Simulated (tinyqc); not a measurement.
# Programming of a floating-gate cell by Fowler-Nordheim tunnelling: effect of the gate voltage

Per tunnel area the floating gate has Ctun = 3.9 eps0/tox to the channel (0 V) and Ccg to the control gate, Ct = Ctun/(1 - ag), no other coupling. With the threshold shift U = -Q/Ccg the field is F = ag (Vg - U)/tox, and dU/dt = J/Ccg. Fowler-Nordheim: J = A F^2 exp(-B/F), A = q^2/(16 pi^2 hbar mo phi) (times 1e14 for A/cm^2 with F in V/nm, emitter mass m0), B = (4/3) sqrt(mo/C) phi^1.5, C = hbar^2/(2 m0).

After 0.0006 s. Exact: exp(B/F(t)) = exp(B/F(0)) + K t, K = A B ag/(Ccg tox), and U = Vg - tox F/ag.

Values chosen for this exercise; oxide values close to those of silicon dioxide: tunnel barrier phi = 3.08 eV; tunnelling mass mo = 0.43 m0; tunnel oxide thickness tox = 7.7 nm; coupling ratio Ccg/Ct ag = 0.68; threshold shift at the start Vt0 = -1.4 V.

Constants: q = 1.602176634e-19 C, hbar = 1.054571817e-34 J s, m0 = 9.1093837015e-31 kg, eps0 = 8.8541878128e-14 F/cm where lengths are in cm, hbar^2/(2 m0) = 0.0380998212 eV nm^2. Results are converted to the units shown.

Effect of the gate voltage:
```
Vg (V)	F (V/nm)	J (A/cm^2)	U (V)
7.9	0.8206	1.203e-5	-1.392
8.5	0.8700	7.211e-5	-1.351
9.2	0.9131	2.961e-4	-1.140
9.8	0.9306	5.053e-4	-0.7373
10.4	0.9365	6.040e-4	-0.2049
11	0.9384	6.378e-4	0.3744
11.7	0.9390	6.498e-4	1.067
12.3	0.9392	6.531e-4	1.665
12.9	0.9392	6.544e-4	2.265
```

U rises from -1.39 to 2.26 V, by 0.069 V a volt between the first two rows and 0.999 between the last two: once K t exceeds exp(B/F(0)) the final field, 0.939 V/nm, no longer depends on Vg. In 2 of the 9 rows the starting field exceeds 12 MV/cm, where the oxide would wear out or break down quickly.

Range of the model: Programming fields of 10 MV/cm and more wear the oxide; trapping and the channel potential are ignored.

Computed by the program tinyqc: `OMP_NUM_THREADS=1 python tinyqc.py 2130174 2130175 out.jsonl`, one thread of a shared Intel Xeon 2.30GHz, about 0.02 s for the whole run.
